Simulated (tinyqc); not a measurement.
# Fully depleted semiconductor-on-insulator film with two gates, non-linear Poisson equation by Newton steps: what changes with what

One dimension across the film, front interface at x = 0, back interface at x = ts. psi is counted from the intrinsic level, n = ni exp(psi/Vt) (source grounded), holes neglected, acceptors ionised. Gates act through Cox = eps0 eox/tox and Cbox = 3.9 eps0/tb with potentials G1 = Vg - (phiM - chi - Vt ln(Nc/ni)) and G2 = Vb - (phiB - chi - Vt ln(Nc/ni)). Classical Boltzmann densities, no interface charge, no depletion in the back plane.

Inputs (values chosen for the exercise); band and dielectric values close to those of silicon:

| symbol | value | unit | meaning |
|---|---|---|---|
| T | 300 | K | temperature |
| Eg | 1.12 | eV | band gap |
| eps_r | 11.6 |  | relative permittivity |
| Nc | 2.82e19 | cm^-3 | conduction-band density of states at T |
| Nv | 2.68e19 | cm^-3 | valence-band density of states at T |
| chi | 3.98 | eV | electron affinity |
| eox | 25 |  | relative permittivity of the gate insulator (close to zirconium oxide) |
| tox | 12 | nm | insulator thickness |
| ts | 9.7 | nm | film thickness |
| tb | 81 | nm | buried-oxide thickness (eps_r 3.9) |
| Na | 3.4e17 | cm^-3 | acceptor density of the film |
| phiM | 4.09 | eV | work function of the front gate |
| phiB | 4.03 | eV | work function of the back plane |
| Vb | -1.3 | V | back-gate voltage |

Constants: q = 1.602176634e-19 C, kB = 1.380649e-23 J/K, Vt = kB T/q, eps0 = 8.8541878128e-14 F/cm where lengths are in cm. Results are converted to the units shown.

Each table varies one quantity; the others keep the values above.

## Charge against front-gate voltage

ni = sqrt(Nc Nv) exp(-Eg/(2 Vt)), Eg in volts. The Poisson equation eps0 eps_r d2psi/dx2 = q (n + Na), with -eps0 eps_r dpsi/dx = Cox (G1 - psi) at x = 0 and eps0 eps_r dpsi/dx = Cbox (G2 - psi) at x = ts, is solved on 300 equal intervals with half boxes at both ends; N_inv is the trapezoid sum of n. Swing = ln 10/(d ln N_inv/dVg); the last column is (dN_inv/dVb)/(dN_inv/dVg).

Results:
columns A: Vg (V); B: psi front (V); C: psi back (V); D: N_inv (cm^-2); E: centroid/ts; F: swing (mV/decade); G: q dN_inv/dVg over Cox; H: back/front leverage
```
A           B        C        D       E       F        G       H
-0.34  0.0636  0.00662   4.26e4   0.320    61.6  1.38e-7  0.0350
-0.19   0.210    0.148   1.16e7   0.305    61.6  3.77e-5  0.0344
-0.04   0.357    0.288   3.13e9   0.291    62.3   0.0100  0.0338
0.26    0.535    0.423  1.37e12   0.187     365    0.747  0.0277
0.41    0.565    0.430  2.75e12   0.146     652    0.844  0.0259
0.56    0.584    0.433  4.25e12   0.120     957    0.889  0.0250
0.71    0.599    0.435  5.81e12   0.102  1.27e3    0.914  0.0245
0.86    0.610    0.436  7.41e12  0.0897  1.59e3    0.931  0.0241
```

Estimate the missing row, Vg = 0.11 V.

Computed row:
columns A: Vg (V); B: psi front (V); C: psi back (V); D: N_inv (cm^-2); E: centroid/ts; F: swing (mV/decade); G: q dN_inv/dVg over Cox; H: back/front leverage
```
A         B      C        D      E    F      G       H
0.11  0.480  0.397  2.83e11  0.253  129  0.437  0.0314
```

With this row back in the table: N_inv passes 1e11 cm^-2 at Vg = 0.0630 V. The swing starts at 61.6 mV a decade, against (1 + k) Vt ln 10 = 60.8 for a front channel with k = Cs Cbox/(Cox (Cs + Cbox)) = 0.0222, Cs = eps0 eps_r/ts; above threshold this column is no longer a subthreshold swing. The centroid falls from 0.320 to 0.0897 of ts and the leverage of the back gate falls from 0.0350 to 0.0241. For Vg = 0.26, 0.41, 0.56, 0.71, 0.86 the density at an interface exceeds 0.3 Nc, where Boltzmann statistics fail. For Vg = -0.19, -0.04, 0.11, 0.26, 0.41, 0.56, 0.71, 0.86 the classical centroid lies within 3 nm of an interface, where confinement, left out, would push it away.

## Threshold and coupling against the acceptor density of the film

VT is the Vg for N_inv = 1e11 cm^-2; -dVT/dVb from the linearised equation. Limits with Cs = eps0 eps_r/ts: front channel Cs Cbox/(Cox (Cs + Cbox)), back channel Cbox (Cox + Cs)/(Cox Cs). Swing at N_inv = 1e8 cm^-2.

The same in every row: front-channel limit = 0.0222; back-channel limit = 0.0634.

Results:
```
Na (cm^-3)  VT (V)  centroid/ts at VT  -dVT/dVb  swing (mV/decade)
1e15        0.0240              0.340    0.0353               61.8
3e15        0.0242              0.339    0.0353               61.8
9e15        0.0250              0.338    0.0352               61.8
3e16        0.0274              0.334    0.0351               61.8
8e16        0.0333              0.323    0.0347               61.7
2e17        0.0471              0.299    0.0337               61.7
2e18         0.232             0.0925    0.0258               61.1
```

Estimate the missing row, Na = 7e17 cm^-3.

Computed row:
```
Na (cm^-3)  VT (V)  centroid/ts at VT  -dVT/dVb  swing (mV/decade)
7e17         0.102              0.211    0.0304               61.4
```

With this row back in the table: As Na goes from 1e15 to 2e18, VT rises from 0.0240 to 0.232 V, the centroid falls from 0.340 to 0.0925 of ts and -dVT/dVb falls from 0.0353 to 0.0258. The coupling covers 31.8 % of the way from the front-channel to the back-channel limit in the first row and 8.82 % in the last.

Numbers from tinyqc (`OMP_NUM_THREADS=1 python tinyqc.py 2190159 2190160 out.jsonl`; about 0.4 s on one thread of a shared Intel Xeon 2.30GHz).
